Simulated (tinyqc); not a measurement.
Gas flow in a process chamber: flow regimes, conductance, effective pumping speed, pump-down, outgassing and purge: one step, computed by the program tinyqc. Command: `OMP_NUM_THREADS=1 python tinyqc.py 3120949 3120950 out.jsonl pump walk`. One thread of a shared host (Intel(R) Xeon(R) Processor @ 2.30GHz), about 0.07 s of CPU time with the checks.

Ideal gas, isothermal flow, a pump of constant speed at the end of a round pipe; process gas, volume gas and outgassing are given the same properties. 1 sccm = 101325 Pa x 1e-6 m^3/60 s x T/273.15 K.

Problem. Molecular flow. Mean speed c = sqrt(8 k_B T/(pi m)); aperture conductance C_a = c pi d^2/16; molecular pipe C_m = C_a/(1 + 3 l/(4 d)) (Dushman form); viscous pipe C_v = pi d^4 p_mean/(128 eta l); Knudsen interpolation C = C_v + C_m (1 + x)/(1 + 1.24 x), x = d p_mean sqrt(m/(k_B T))/eta. Effective speed 1/S_eff = 1/S + 1/C_m; time constant V/S_eff; pressure at which the free path k_B T/(sqrt2 pi d_m^2 p) equals d.

Inputs (values chosen for the exercise, modelled on hydrogen near room temperature):

| quantity | value | unit |
|---|---|---|
| molar mass M | 2.016 | g/mol |
| molecular diameter | 0.27 | nm |
| temperature T | 300 | K |
| chamber volume V | 240 | L |
| pipe diameter d | 16 | cm |
| pipe length l | 85 | cm |
| pump speed S | 370 | L/s |

Constants: k_B = 1.380649e-23 J/K; u = 1.6605390666e-27 kg.

Give: mean speed c; C_a; C_m; S_eff in molecular flow; time constant; pressure where the free path equals d.

Solution.

mean speed c = 1775 m/s

C_a = 8922 L/s

C_m = 1790 L/s

S_eff in molecular flow = 306.6 L/s

time constant = 0.7827 s

pressure where the free path equals d = 0.07993 Pa

The pipe passes on 83 % of the pump speed.
